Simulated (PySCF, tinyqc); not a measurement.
RKS/BLYP in the sto-6g basis, for H3+, spin multiplicity 1, step by step. The lowest restricted solution is unstable here: a spin-polarised one lies 0.0004 hartree lower (PySCF). Computed by tinyqc, a small Python program that keeps every step (integrals from PySCF). Settings: charge = 1, multiplicity = 1, basis = sto-6g, energy threshold = 1e-10, iteration cap = 69, orthogonalisation = symmetric, start = Wolfsberg-Helmholz matrix, DIIS depth = 3, method = RKS, functional = blyp, grid = [10, 14]. Command: `OMP_NUM_THREADS=1 python tinyqc.py 28878 28879 out.jsonl` (the two numbers bound the seeds that draw the settings). One thread of a shared host (Intel(R) Xeon(R) Processor @ 2.60GHz), about 0.3 s of CPU time with the checks. Later iterations appear only in the table of the cycle.

## One-electron integrals

Geometry (angstrom):
```
atom        x        y         z
H     0.00000  0.00000   0.00000
H     0.00000  0.00000   1.29100
H     0.00000  0.49400  -1.19300
```

Basis sto-6g: exponents (1/bohr^2) and contraction coefficients of normalised primitives:
```
element  l (shell)  exponent  coefficient
H            s (1)  35.52322      0.00916
H            s (1)   6.51314      0.04936
H            s (1)   1.82214      0.16854
H            s (1)   0.62596      0.37056
H            s (1)   0.24308      0.41649
H            s (1)   0.10011      0.13033
```

Overlap, kinetic and nuclear-attraction integrals over the contracted functions; the nuclear repulsion is the sum of Za Zb / Rab.

nuclear repulsion = 1.0286625 hartree

overlap S, order 1H 1s, 2H 1s, 3H 1s:
$$\begin{pmatrix}
1.00000 & 0.34352 & 0.34342 \\
0.34352 & 1.00000 & 0.04942 \\
0.34342 & 0.04942 & 1.00000
\end{pmatrix}$$

kinetic energy T (hartree), order 1H 1s, 2H 1s, 3H 1s:
$$\begin{pmatrix}
0.76852 & 0.03633 & 0.03629 \\
0.03633 & 0.76852 & -0.00977 \\
0.03629 & -0.00977 & 0.76852
\end{pmatrix}$$

nuclear attraction V (hartree), order 1H 1s, 2H 1s, 3H 1s:
$$\begin{pmatrix}
-2.05150 & -0.58193 & -0.58170 \\
-0.58193 & -1.85450 & -0.07597 \\
-0.58170 & -0.07597 & -1.85443
\end{pmatrix}$$

core Hamiltonian H = T + V (hartree), order 1H 1s, 2H 1s, 3H 1s:
$$\begin{pmatrix}
-1.28298 & -0.54559 & -0.54541 \\
-0.54559 & -1.08598 & -0.08574 \\
-0.54541 & -0.08574 & -1.08591
\end{pmatrix}$$

## Two-electron integrals

Functions are numbered as in S; the eight-fold symmetry (ij|kl) = (ji|kl) = (kl|ij) leaves the list below.

Two-electron integrals (ij|kl) in chemists' order, unique and non-zero (hartree):
```
(11|11) 0.77500   (21|11) 0.19583   (21|21) 0.07031   (22|11) 0.39382
(22|21) 0.19583   (22|22) 0.77500   (31|11) 0.19575   (31|21) 0.04715
(31|22) 0.09647   (31|31) 0.07026   (32|11) 0.02621   (32|21) 0.00802
(32|22) 0.02006   (32|31) 0.00802   (32|32) 0.00112   (33|11) 0.39376
(33|21) 0.09650   (33|22) 0.20884   (33|31) 0.19575   (33|32) 0.02006
(33|33) 0.77500
```

## Orthogonalisation

S = U s U^T; symmetric (Loewdin) form X = U s^(-1/2) U^T, so that X^T S X = 1.

eigenvalues of S: [0.53834, 0.95058, 1.51108]

X, order 1H 1s, 2H 1s, 3H 1s:
$$\begin{pmatrix}
1.10217 & -0.19403 & -0.19397 \\
-0.19403 & 1.04998 & 0.02429 \\
-0.19397 & 0.02429 & 1.04994
\end{pmatrix}$$

## Starting guess

The start is the generalised Wolfsberg-Helmholz matrix (K = 1.75) built on H; D = 2 C_occ C_occ^T.

D at the start, order 1H 1s, 2H 1s, 3H 1s:
$$\begin{pmatrix}
0.87676 & 0.45584 & 0.45559 \\
0.45584 & 0.23699 & 0.23687 \\
0.45559 & 0.23687 & 0.23674
\end{pmatrix}$$

## Iteration 1: exchange-correlation on the grid

Becke grid with 10 radial and 14 angular points per atom, points of zero weight dropped. rho = sum D_ij phi_i phi_j; V_xc,ij = sum w v_xc phi_i phi_j plus the gradient terms; v_xc is d(rho eps)/d rho at fixed gradient.

The 16 grid points with the largest w rho, of 414 (bohr, atomic units):
```
x                y         z        w      rho  |grad rho|^2    eps_xc      v_xc
0.61106    0.61106  -0.61106  0.54648  0.06026       0.01307  -0.34948  -0.40406
-0.61106   0.61106  -0.61106  0.54648  0.06026       0.01307  -0.34948  -0.40406
-0.61106   0.61106   0.61106  0.58086  0.05624       0.01374  -0.34713  -0.39435
0.61106    0.61106   0.61106  0.58086  0.05624       0.01374  -0.34713  -0.39435
0.61106   -0.61106   0.61106  0.57888  0.05456       0.01334  -0.34498  -0.39048
-0.61106  -0.61106   0.61106  0.57888  0.05456       0.01334  -0.34498  -0.39048
-0.61106  -0.61106  -0.61106  0.59678  0.05053       0.01323  -0.34152  -0.38101
0.61106   -0.61106  -0.61106  0.59678  0.05053       0.01323  -0.34152  -0.38101
0.00000    1.05840   0.00000  0.52924  0.05452       0.01401  -0.34618  -0.39028
0.00000    0.00000  -1.05840  0.42429  0.06716       0.01069  -0.35234  -0.42164
0.00000    0.00000   1.05840  0.38395  0.07296       0.00808  -0.35468  -0.43703
-1.05840   0.00000   0.00000  0.53366  0.05038       0.01346  -0.34187  -0.38069
1.05840    0.00000   0.00000  0.53366  0.05038       0.01346  -0.34187  -0.38069
0.00000   -1.05840   0.00000  0.53384  0.04821       0.01294  -0.33912  -0.37561
-1.00958   1.00958   1.00958  1.67527  0.01439       0.00082  -0.23825  -0.25799
1.00958    1.00958   1.00958  1.67527  0.01439       0.00082  -0.23825  -0.25799
```

electrons on the grid, sum of w rho = 2.00045

E_xc = sum of w rho eps_xc = -0.6132375 hartree

V_xc (hartree), order 1H 1s, 2H 1s, 3H 1s:
$$\begin{pmatrix}
-0.45275 & -0.11933 & -0.11951 \\
-0.11933 & -0.33424 & -0.01522 \\
-0.11951 & -0.01522 & -0.33532
\end{pmatrix}$$

## Iteration 1: building the Kohn-Sham matrix

J_ij = sum D_kl (ij|kl); F = H + J + V_xc; E = tr D H + tr D J / 2 + E_xc + E_nn.

Coulomb J (hartree), order 1H 1s, 2H 1s, 3H 1s:
$$\begin{pmatrix}
1.23536 & 0.35181 & 0.35164 \\
0.35181 & 0.85434 & 0.04764 \\
0.35164 & 0.04764 & 0.85404
\end{pmatrix}$$

Kohn-Sham matrix F (hartree), order 1H 1s, 2H 1s, 3H 1s:
$$\begin{pmatrix}
-0.50036 & -0.31311 & -0.31328 \\
-0.31311 & -0.56588 & -0.05332 \\
-0.31328 & -0.05332 & -0.56718
\end{pmatrix}$$

total energy of this density = -1.1831323 hartree

## Iteration 1: diagonalisation and new density

Diagonalise F' = X^T F X, C = X C', fill 1 alpha and 1 beta electrons from the bottom; D = 2 C_occ C_occ^T. Each column has its largest component positive (the first on a tie).

F' = X^T F X (hartree):
$$\begin{pmatrix}
-0.38662 & -0.15823 & -0.15822 \\
-0.15823 & -0.51522 & 0.02399 \\
-0.15822 & 0.02399 & -0.51658
\end{pmatrix}$$

orbital energies (hartree): MO1 -0.66914, MO2 -0.53989, MO3 -0.20939

coefficients C, order 1H 1s, 2H 1s, 3H 1s:
$$\begin{pmatrix}
0.46924 & 0.00321 & 1.03433 \\
0.47203 & 0.72639 & -0.62468 \\
0.47799 & -0.72410 & -0.62273
\end{pmatrix}$$

D after iteration 1, order 1H 1s, 2H 1s, 3H 1s:
$$\begin{pmatrix}
0.44038 & 0.44299 & 0.44858 \\
0.44299 & 0.44562 & 0.45125 \\
0.44858 & 0.45125 & 0.45694
\end{pmatrix}$$

## Iteration 2: exchange-correlation on the grid

As before.

The 16 grid points with the largest w rho, of 414 (bohr, atomic units):
```
x                y         z        w      rho  |grad rho|^2    eps_xc      v_xc
-0.61106   0.61106  -0.61106  0.54648  0.04294       0.00452  -0.31027  -0.36382
0.61106    0.61106  -0.61106  0.54648  0.04294       0.00452  -0.31027  -0.36382
0.00000    0.00000   1.05840  0.38395  0.05777       0.00101  -0.31981  -0.41368
-0.61106   0.61106   0.61106  0.58086  0.03811       0.00489  -0.30604  -0.34870
0.61106    0.61106   0.61106  0.58086  0.03811       0.00489  -0.30604  -0.34870
-0.61106   0.32246  -1.64338  0.54063  0.04064       0.00407  -0.30554  -0.35728
0.61106    0.32246  -1.64338  0.54063  0.04064       0.00407  -0.30554  -0.35728
0.00000    0.00000  -1.05840  0.42429  0.05119       0.00297  -0.31593  -0.39095
0.00000    0.00000   1.38124  0.38025  0.05676       0.00064  -0.31691  -0.41256
0.00000    0.93352  -1.19605  0.42077  0.05086       0.00256  -0.31406  -0.39102
-0.61106  -0.61106   0.61106  0.57888  0.03620       0.00469  -0.30305  -0.34290
0.61106   -0.61106   0.61106  0.57888  0.03620       0.00469  -0.30305  -0.34290
-1.00958   1.00958   1.00958  1.67527  0.01194       0.00048  -0.22343  -0.24227
1.00958    1.00958   1.00958  1.67527  0.01194       0.00048  -0.22343  -0.24227
0.61106    0.61106   1.82857  0.57588  0.03432       0.00407  -0.29786  -0.33713
-0.61106   0.61106   1.82857  0.57588  0.03432       0.00407  -0.29786  -0.33713
```

electrons on the grid, sum of w rho = 2.00053

E_xc = sum of w rho eps_xc = -0.5804445 hartree

V_xc (hartree), order 1H 1s, 2H 1s, 3H 1s:
$$\begin{pmatrix}
-0.40248 & -0.11664 & -0.11717 \\
-0.11664 & -0.37298 & -0.01493 \\
-0.11717 & -0.01493 & -0.37649
\end{pmatrix}$$

## Iteration 2: building the Kohn-Sham matrix

As before.

Coulomb J (hartree), order 1H 1s, 2H 1s, 3H 1s:
$$\begin{pmatrix}
1.06950 & 0.32943 & 0.33069 \\
0.32943 & 0.89237 & 0.04496 \\
0.33069 & 0.04496 & 0.89982
\end{pmatrix}$$

Kohn-Sham matrix F (hartree), order 1H 1s, 2H 1s, 3H 1s:
$$\begin{pmatrix}
-0.61596 & -0.33280 & -0.33189 \\
-0.33280 & -0.56658 & -0.05570 \\
-0.33189 & -0.05570 & -0.56258
\end{pmatrix}$$

total energy of this density = -1.1925275 hartree

## Iteration 2: DIIS over 2 matrices

error matrix X^T (FDS - SDF) X:
$$\begin{pmatrix}
0.00000 & -0.08737 & -0.09213 \\
0.08737 & 0.00000 & -0.00341 \\
0.09213 & 0.00341 & 0.00000
\end{pmatrix}$$

B (overlaps of the stored error matrices):
$$\begin{pmatrix}
6.1963730e-02 & -4.4690963e-02 \\
-4.4690963e-02 & 3.2267403e-02
\end{pmatrix}$$

Minimise |sum c_i e_i|^2 with sum c_i = 1: solve [B -1; -1 0][c; lambda] = [0; -1] with B_ij = tr e_i^T e_j, and take F = sum c_i F_i.

DIIS coefficients: [0.41913, 0.58087]

extrapolated F (hartree), order 1H 1s, 2H 1s, 3H 1s:
$$\begin{pmatrix}
-0.56751 & -0.32454 & -0.32409 \\
-0.32454 & -0.56629 & -0.05471 \\
-0.32409 & -0.05471 & -0.56451
\end{pmatrix}$$

## Iteration 2: diagonalisation and new density

As before.

F' = X^T F X (hartree):
$$\begin{pmatrix}
-0.45869 & -0.15788 & -0.15778 \\
-0.15788 & -0.51350 & 0.02463 \\
-0.15778 & 0.02463 & -0.51172
\end{pmatrix}$$

orbital energies (hartree): MO1 -0.69702, MO2 -0.53724, MO3 -0.24965

coefficients C, order 1H 1s, 2H 1s, 3H 1s:
$$\begin{pmatrix}
0.55315 & 0.00439 & 0.99199 \\
0.42497 & -0.72469 & -0.65947 \\
0.41866 & 0.72580 & -0.66222
\end{pmatrix}$$

D after iteration 2, order 1H 1s, 2H 1s, 3H 1s:
$$\begin{pmatrix}
0.61195 & 0.47015 & 0.46316 \\
0.47015 & 0.36121 & 0.35584 \\
0.46316 & 0.35584 & 0.35055
\end{pmatrix}$$

## Iteration 6 (converged): orbitals

converged F (hartree), order 1H 1s, 2H 1s, 3H 1s:
$$\begin{pmatrix}
-0.56961 & -0.32477 & -0.32472 \\
-0.32477 & -0.56704 & -0.05475 \\
-0.32472 & -0.05475 & -0.56742
\end{pmatrix}$$

As before.

F' = X^T F X (hartree):
$$\begin{pmatrix}
-0.46102 & -0.15757 & -0.15749 \\
-0.15757 & -0.51431 & 0.02459 \\
-0.15749 & 0.02459 & -0.51475
\end{pmatrix}$$

orbital energies (hartree): MO1 -0.69873, MO2 -0.53912, MO3 -0.25224

coefficients C, order 1H 1s, 2H 1s, 3H 1s:
$$\begin{pmatrix}
0.55350 & -0.00104 & 0.99181 \\
0.42102 & -0.72515 & -0.66151 \\
0.42217 & 0.72536 & -0.66047
\end{pmatrix}$$

D after iteration 6, order 1H 1s, 2H 1s, 3H 1s:
$$\begin{pmatrix}
0.61272 & 0.46606 & 0.46734 \\
0.46606 & 0.35451 & 0.35548 \\
0.46734 & 0.35548 & 0.35645
\end{pmatrix}$$

## Convergence

Stop when the energy changes by less than 1e-10 hartree and every element of the error matrix X^T (F D S - S D F) X is below 3e-06.

Course of the cycle:
```
iteration  E (hartree)     change  largest element of the error matrix
1           -1.1831323          -                             1.25e-01
2           -1.1925275  -9.40e-03                             9.21e-02
3           -1.2031630  -1.06e-02                             4.53e-03
4           -1.2031950  -3.20e-05                             4.14e-04
5           -1.2031952  -1.74e-07                             1.42e-06
6           -1.2031952  -3.17e-12                             8.62e-10
```

PySCF RKS in the same basis, fine grid = -1.2038086 hartree

Converged in 6 iterations. The coarse grid moves the energy by +6.13e-04 hartree.

## Populations, bond orders and dipole

Mulliken: Z minus the diagonal of D S on the atom; Loewdin: the same with S^(1/2) D S^(1/2); Mayer order: 2 sum_s sum (D(s) S)_ij (D(s) S)_ji over the two atoms.

Charges (e):
```
atom  Mulliken  Loewdin
1H     0.06669  0.06479
2H     0.46782  0.46874
3H     0.46549  0.46648
```

Mayer bond orders:
```
pair    order
2-1   0.49669
3-1   0.49886
3-2   0.28446
```

dipole moment about the origin, x y z (debye): [0.00000, 1.10451, 0.23354]
